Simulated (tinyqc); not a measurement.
Resistive crossbar, vector-matrix product with wire resistance: one step of the calculation.

2 rows and 2 columns. Cell (i, j) joins row node wij to column node bij. Each row is driven at its left end through one wire segment rw; neighbouring nodes along a row or a column are joined by rw; each column ends below the last row in one more rw and a virtual ground, where its current is read. Ideal output: I_j = sum_i V_i G_ij.

Problem. Error against the ideal product. Ideal I_j = sum_i V_i G_ij; error = I/ideal - 1.

Inputs (values chosen for the exercise):
- V = [0.3, 0.15] V (input voltages of the rows)

cell conductances G (uS):
```
	column 1	column 2
row 1	6.3	22
row 2	16	6.6
```

column currents (uA): column 1 4.2474623, column 2 7.4480024

Give: ideal currents; error.

Solution.

ideal currents (uA): column 1 4.290, column 2 7.590
error (%): column 1 -0.9916, column 2 -1.871

The largest error is in column 2. All currents fall short, since the wires take part of the voltage.

tinyqc, about 0.01 s, one thread, Intel Xeon 2.30GHz (shared host): `OMP_NUM_THREADS=1 python tinyqc.py 2880010 2880011 out.jsonl`
